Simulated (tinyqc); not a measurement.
From results back to parameters: heavy doping: gap narrowing, degeneracy and the minority density. Three cases, with inputs chosen for the exercise.

Problem. The minority density was computed from a hidden true narrowing dEg.

F_j(eta) = (1/Gamma(j + 1)) integral_0^infinity x^j dx/(1 + exp(x - eta)), which tends to exp(eta) for eta << 0.

Majority: N = Nc F_1/2(eta), eta the distance of EF beyond the majority band edge in kT. Degeneracy factor gam = F_1/2(eta)/exp(eta). ni0^2 = Nc Nv exp(-Eg/kT); product n p = ni0^2 gam exp(dEg/kT), dEg the true narrowing; apparent narrowing dEa = dEg + kT ln gam; minority density = n p/N.

Constants: kB = 8.617333262e-05 eV/K.

Find: dEa; gam; dEg.

Method. dEa = kT ln(minority x N/ni0^2); gam follows from N alone, and dEg = dEa - kT ln gam.

Case 1.

Values chosen (gap and densities of states near those of InP at this temperature; narrowing constants of the size fitted for Si, not for this material; the results hold for these values, not for the real material): N = 2.2e+16 1/cm^3 (ionised donors, equal to the majority density); Eg = 1.36 eV (gap); Nc = 5.61e+17 1/cm^3 (conduction-band density of states); Nv = 1.27e+19 1/cm^3 (valence-band density of states); T = 300 K.

minority density = 0.00476098 1/cm^3

Solution.

dEa = 0.85 meV
gam = 0.9862
dEg = 1.21 meV

Case 2.

Values chosen (gap and densities of states near those of GaAs at this temperature; narrowing constants of the size fitted for Si, not for this material; the results hold for these values, not for the real material): N = 4e+17 1/cm^3 (ionised donors, equal to the majority density); Eg = 1.446 eV (gap); Nc = 3.32e+17 1/cm^3 (conduction-band density of states); Nv = 7.01e+18 1/cm^3 (valence-band density of states); T = 250 K.

minority density = 7.67331e-11 1/cm^3

Solution.

dEa = 13.41 meV
gam = 0.6577
dEg = 22.43 meV

Case 3.

Values chosen (gap and densities of states near those of GaAs at this temperature; narrowing constants of the size fitted for Si, not for this material; the results hold for these values, not for the real material): N = 2.3e+17 1/cm^3 (ionised donors, equal to the majority density); Eg = 1.401 eV (gap); Nc = 7.03e+17 1/cm^3 (conduction-band density of states); Nv = 1.37e+19 1/cm^3 (valence-band density of states); T = 400 K.

minority density = 129.234 1/cm^3

Solution.

dEa = 11.21 meV
gam = 0.8912
dEg = 15.18 meV

Computed by tinyqc, one run a case: `OMP_NUM_THREADS=1 python tinyqc.py N N+1 out.jsonl` with N = 1652543, 1652598, 1652610; one thread of a shared Intel(R) Xeon(R) Processor @ 2.30GHz, about 0.01 s a run at most.
